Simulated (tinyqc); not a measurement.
Worked calculation: power iteration on a symmetric matrix. Computed by tinyqc, a small Python program that keeps every step. Settings: method = power, shift = 1.06. Command: `OMP_NUM_THREADS=1 python tinyqc.py 26234 26235 out.jsonl` (the two numbers bound the seeds that draw the settings). One thread of a shared host (Intel(R) Xeon(R) Processor @ 2.60GHz), about 0.01 s of CPU time with the checks.

A:
```
           1          2          3
1   0.084000  -0.226000   0.253000
2  -0.226000   0.826000  -0.377000
3   0.253000  -0.377000   1.582000
```

Stop when the residual |A v - lambda v| is below 1e-9.

Steps:
```
step      lambda  residual
1     0.34437081  6.42e-01
2     0.17376821  5.11e-01
3     0.08912047  3.75e-01
4     0.04720047  2.69e-01
5     0.02630996  1.90e-01
6     0.01594173  1.34e-01
7     0.01082172  9.40e-02
8     0.00830192  6.59e-02
9     0.00706418  4.62e-02
10    0.00645680  3.24e-02
11    0.00615890  2.27e-02
12    0.00601283  1.59e-02
13    0.00594121  1.11e-02
14    0.00590610  7.78e-03
15    0.00588889  5.45e-03
16    0.00588045  3.81e-03
17    0.00587631  2.67e-03
18    0.00587429  1.87e-03
19    0.00587329  1.31e-03
20    0.00587280  9.16e-04
21    0.00587256  6.42e-04
22    0.00587245  4.49e-04
23    0.00587239  3.15e-04
24    0.00587236  2.20e-04
25    0.00587235  1.54e-04
26    0.00587234  1.08e-04
27    0.00587234  7.56e-05
28    0.00587234  5.29e-05
29    0.00587234  3.71e-05
30    0.00587234  2.59e-05
```

Can the last value be used, and what does the course show?

Not by the stop rule, although the second column moves by less than 1e-07 over the last three steps. Not converged in 30 steps: the residual falls only by the ratio of the two largest distances of eigenvalues from the shift, 0.70 a step. all eigenvalues, for comparison: 0.005872  0.688071  1.798057.
